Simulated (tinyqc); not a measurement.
What each parameter does: interface roughness in a thin film (subband fluctuation and scattering).

Square well of width t, barriers V0, c = hbar^2/2m0: E1 solves k t + 2 atan[(k/mz)/(kappa/mb)] = pi, k = sqrt(mz E/c), kappa = sqrt(mb (V0 - E)/c). One interface is rough, so the subband edge fluctuates by G dt with G = |dE1/dt| (central difference of 0.01 angstrom; 2 E1/t for hard walls).

Gaussian roughness spectrum S(q) = pi D^2 Lc^2 exp(-q^2 Lc^2/4). Degenerate gas, taken to fill one subband (the second starts to fill once c kF^2/md exceeds E2 - E1, which is not tested here): kF = sqrt(2 pi Ns/gv), q = 2 kF sin(theta/2), 1/tau = (md/(2 pi c hbar)) G^2 times the integral from 0 to pi of S(q)(1 - cos theta)/eps(q)^2 dtheta, eps(q) = 1 + qs/q with screening (qs = gv md q0/(c eps), q0 = e^2/(4 pi eps0), form factors left out, which overstates the screening; other scattering is left out too, so these values lie far above measured mobilities in all but the thinnest films) or 1 without; mobility = tau c2/md with c2 = e/m0 = 1.75882e15 cm^2/(V s^2); 1e12/cm^2 = 1e-4/angstrom^2.

Constants: hbar^2/2m0 = 3.80998211 eV angstrom^2; hbar = 6.58211957e-16 eV s; e^2/(4 pi eps0) = 14.39964547 eV angstrom.

Parameters, chosen for this exercise (near those of a thin Si channel on (100), two-fold valleys; not measured data):
```
symbol  value  unit         meaning
t       20     angstrom     film thickness
mz      0.905  m0           confinement mass
V0      2.99   eV           barrier
mb      0.46   m0           barrier mass
md      0.188  m0           mass in the plane
gv      2                   valleys
D       1.9    angstrom     rms height of the roughness
Lc      58     angstrom     correlation length
Ns      11     x 1e12/cm^2  sheet density
eps     7.8                 mean dielectric constant at the channel
```

G, G D, and the screened mobility.

One parameter was then changed.

Results before and after:
```
case     G (meV/angstrom)  G D (meV)  mobility (cm^2/(V s))
base                8.110      15.41              1.869e+05
changed             8.110      15.41              1.403e+05
```

Which of these changes was made? (a) t = 26 angstrom; (b) eps = 9.4; (c) md = 0.216 m0; (d) Ns = 17.6 x 1e12/cm^2; (e) V0 = 2.09 eV; (f) D = 2.47 angstrom; (g) Lc = 66 angstrom; (h) mz = 1.041 m0.

Answer: (b) eps = 9.4. Of the candidates, run in turn, only this one gives the changed row.

All candidates:
```
case                   G (meV/angstrom)  G D (meV)  mobility (cm^2/(V s))
base                              8.110      15.41              1.869e+05
t = 26 angstrom                   3.906       7.42              8.059e+05
D = 2.47 angstrom                 8.110      20.03              1.106e+05
Lc = 66 angstrom                  8.110      15.41              2.705e+05
Ns = 17.6 x 1e12/cm^2             8.110      15.41              3.993e+05
mz = 1.041 m0                     7.275      13.82              2.323e+05
md = 0.216 m0                     8.110      15.41              1.766e+05
V0 = 2.09 eV                      7.730      14.69              2.058e+05
eps = 9.4                         8.110      15.41              1.403e+05
```

In the base case G D is 0.22 times EF - E1 = 70.0 meV.

Program tinyqc; command `OMP_NUM_THREADS=1 python tinyqc.py 1281957 1281958 out.jsonl`; about 0.01 s on one thread of a shared Intel(R) Xeon(R) Processor @ 2.30GHz.
